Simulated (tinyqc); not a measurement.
Inputs raised by 2 %, one at a time: implant damage, amorphisation by cascade overlap, and solid-phase epitaxial regrowth. Computed by tinyqc, a small Python program. Command: `OMP_NUM_THREADS=1 python tinyqc.py 3110457 3110458 out.jsonl sper sens`. One thread of a shared host (Intel(R) Xeon(R) Processor @ 2.30GHz), about 0.03 s of CPU time with the checks.

Range and width of the damage are inputs. Dynamic annealing enters only through the surviving share f.

Inputs (values chosen for the exercise, modelled on indium ions in silicon):
```
quantity,value,unit
atomic density N,49.9,1/nm^3
ion Z1,49,-
ion mass M1,114.8,u
target Z2,14,-
target mass M2,28.09,u
ion energy E,160,keV
displacement energy E_d,15,eV
depth of the damage peak R_d,76,nm
width of the damage profile s_d,49,nm
share of defects that survive f,0.92,-
critical displaced share x_c,0.17,-
dose Q,4.4e+15,1/cm^2
regrowth prefactor v0,4.7e+15,nm/s
regrowth energy E_a,2.7,eV
anneal temperature,645,C
rate relative to (100),1,-
peak enhancement by the dopant,6.5,-
ramp rate,180,K/s
```

Constants: a_0 = 0.529177210903 angstrom; e^2/(4 pi eps_0) = 14.39964548 eV angstrom; k_B = 8.617333262e-05 eV/K.

Method:
- Robinson partition: eps = E a M2/(Z1 Z2 (e^2/(4 pi eps_0)) (M1 + M2)), a = 0.8853 a_0/sqrt(Z1^(2/3) + Z2^(2/3)); k = 0.0793 Z1^(2/3) Z2^(1/2) (M1 + M2)^(3/2)/((Z1^(2/3) + Z2^(2/3))^(3/4) M1^(3/2) M2^(1/2)); damage energy T_d = E/(1 + k (eps + 0.40244 eps^(3/4) + 3.4008 eps^(1/6))); displacements nu = 0.8 T_d/(2 E_d).
- Displaced share x(z) = f nu Q exp(-(z - R_d)^2/(2 s_d^2))/(sqrt(2 pi) s_d N); the layer is amorphous where x > x_c, between R_d -/+ s_d sqrt(2 ln(x_max/x_c)), the upper edge being cut at the surface. Threshold dose Q_c = Q x_c/x_max.
- Displaced atoms per area beyond the lower edge z2: f nu Q (1/2) erfc((z2 - R_d)/(sqrt2 s_d)); they are not removed by regrowth.
- v = v0 x orientation factor x exp(-E_a/(k_B T)) x [1 + (enhancement - 1) exp(-(z - R_d)^2/(2 s_d^2))], T = anneal temperature + 273.15 K; the dopant is taken to follow the damage profile; the lower front moves from the lower edge z2 to the surface, or to the middle (z1 + z2)/2 of a buried layer with upper edge z1; time = int dz/v; the equivalent undoped distance is that time times the undoped velocity.
- On a linear ramp from 200 C regrowth ends at the T_f where int v_undoped dT/(ramp rate) equals the equivalent undoped distance.

Runs:
```
input moved,from,to,threshold dose Q_c (1/cm^2),displaced atoms beyond z2 (1/cm^2),time with enhancement (s),temperature at which regrowth ends (C)
base run,-,-,3.667e+13,1.233e+16,12.21,774.0
ion energy E (keV),160,163.2,3.601e+13,1.231e+16,12.25,774.1
displacement energy E_d (eV),15,15.3,3.740e+13,1.235e+16,12.16,773.8
depth of the damage peak R_d (nm),76,77.52,3.667e+13,1.233e+16,12.29,774.2
critical displaced share x_c,0.17,0.1734,3.740e+13,1.260e+16,12.16,773.8
dose Q (1/cm^2),4.4e+15,4.488e+15,3.667e+13,1.231e+16,12.25,774.1
ramp rate (K/s),180,183.6,3.667e+13,1.233e+16,12.21,774.6
```

Exponents ln(y'/y) / ln(x'/x):
```
input,threshold dose Q_c,displaced atoms beyond z2,time with enhancement,temperature at which regrowth ends
ion energy E,-0.922,-0.082,0.161,0.007
displacement energy E_d,1.000,0.090,-0.175,-0.007
depth of the damage peak R_d,0.000,0.000,0.338,0.014
critical displaced share x_c,1.000,1.090,-0.175,-0.007
dose Q,0.000,-0.089,0.174,0.007
ramp rate,0.000,0.000,0.000,0.042
```

Which inputs matter most for each result?

Among the inputs moved here: threshold dose Q_c answers most in size to displacement energy E_d (exponent +1.000), and about equally to critical displaced share x_c (+1.000); its exponent is below 0.0005 for depth of the damage peak R_d, dose Q, ramp rate. Its exponent +1.000 in displacement energy E_d: displacements go as 1/E_d. Displaced atoms beyond z2 answers most in size to critical displaced share x_c (exponent +1.090), next to displacement energy E_d (+0.090); its exponent is below 0.0005 for depth of the damage peak R_d, ramp rate. Time with enhancement answers most in size to depth of the damage peak R_d (exponent +0.338), next to displacement energy E_d (-0.175); its exponent is below 0.0005 for ramp rate. Temperature at which regrowth ends answers most in size to ramp rate (exponent +0.042), next to depth of the damage peak R_d (+0.014).

Extremes, crossings and ranges named in words are read from the listed rows.
